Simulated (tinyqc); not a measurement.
MOS inversion layer, Poisson-Schroedinger loop: one step of the calculation.

Electrons confined at an insulator interface at z = 0, treated as a hard wall; parabolic valleys, Hartree approximation, no image or exchange terms. The depletion charge lies far deeper than the electrons and gives a uniform field q Nd/(eps0 eps_r); the gate balances all charge. Energies are counted from the band edge at the interface.

Task. Fermi level and occupations. Level k holds N_k = D_k Vt ln(1 + exp((EF - E_k)/Vt)) with D = 4 md1 m0 q/(pi hbar^2) per eV (spin included); EF is fixed by sum N_k = Ns.

Parameters, values chosen for the exercise; masses and permittivity close to those of germanium (100): temperature T = 300 K; in-plane density-of-states mass of set A md1 = 0.295 m0; sheet density of electrons Ns = 1e13 cm^-2.

Constants: q = 1.602176634e-19 C, kB = 1.380649e-23 J/K, hbar = 1.054571817e-34 J s, m0 = 9.1093837015e-31 kg, Vt = kB T/q. Results are converted to the units shown.

levels (eV): A1 0.017536870, A2 0.044541656

Wanted: EF; N_k.

Result.

EF = 0.0097306 eV
N_k (cm^-2): A1 7.0536e12, A2 2.9464e12

Computed by the program tinyqc: `OMP_NUM_THREADS=1 python tinyqc.py 2160171 2160172 out.jsonl`, one thread of a shared Intel Xeon 2.30GHz, about 0.8 s for the whole run.
